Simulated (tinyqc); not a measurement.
## In-plane mass from two subband densities

Question. At zero temperature each occupied subband holds N_k = D (EF - E_k), D = md m0 q/(pi hbar^2) per eV. Two subbands are occupied. Find md, EF - E1 and EF - E2.

Constants: q = 1.602176634e-19 C, hbar = 1.054571817e-34 J s, m0 = 9.1093837015e-31 kg. Results are converted to the units shown.

N1, N2 (cm^-2): 7.3806172e11  2.3e11
E2 - E1 = 18.4 meV

Solution. N1 - N2 = D (E2 - E1) gives D and so md; each N_k/D is a distance to EF.

md = 0.0661 m0
EF - E1 = 26.7 meV
EF - E2 = 8.33 meV

Program tinyqc, `OMP_NUM_THREADS=1 python tinyqc.py 2140060 2140061 out.jsonl`; Intel Xeon 2.30GHz, shared host, one thread, about 0.1 s.
